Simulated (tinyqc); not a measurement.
# Lifetime from the low-frequency admittance

Question. At low frequency a p+-n diode with a base of width wb has C_diff/G = (tau/2)(1 - 2 x/sinh 2x), x = wb/sqrt(Dp tau). Find tau, x and the limit of C_diff/G for infinite lifetime, wb^2/(3 Dp).

Parameters, values chosen for the exercise:
```
symbol,value,unit,meaning
Dp,44,cm^2/s,hole diffusion coefficient
wb,6.5,um,width of the neutral base
```

G = 5.3000095 S/cm^2
C_diff = 0.015777350 uF/cm^2

Answer. The ratio rises steadily with tau from tau/2 (long base) towards wb^2/(3 Dp) (short base), so one lifetime matches as long as the ratio is below that limit.

tau = 6.00e-8 s
x = 0.400
limit of C_diff/G = 3.20e-9 s

Numbers from tinyqc (`OMP_NUM_THREADS=1 python tinyqc.py 2890206 2890207 out.jsonl`; about 0.01 s on one thread of a shared Intel Xeon 2.30GHz).
